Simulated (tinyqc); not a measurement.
Line constants from open and short measurements.

Question. A uniform line of length len, under a quarter wavelength, has Z_open = Zc coth(gamma len) and Z_short = Zc tanh(gamma len); gamma Zc = r + i w l and gamma/Zc = g + i w c, w = 2 pi f. Find r, l and c.

Inputs (values chosen for the exercise):
```
symbol,value,unit,meaning
len,2.2,mm,length
f,1,GHz,frequency
```

Zin with the far end open = 12.80107-527.60557i ohm
Zin with the far end shorted = 35.375772+3.950641i ohm

Answer. The product of the two impedances is Zc^2 and their ratio tanh^2(gamma len); the principal branch holds below a quarter wavelength.

r = 15.99 ohm/mm
l = 0.3418 nH/mm
c = 136.7 pF/m

tinyqc, about 0.01 s, one thread, Intel Xeon 2.30GHz (shared host): `OMP_NUM_THREADS=1 python tinyqc.py 2810157 2810158 out.jsonl`
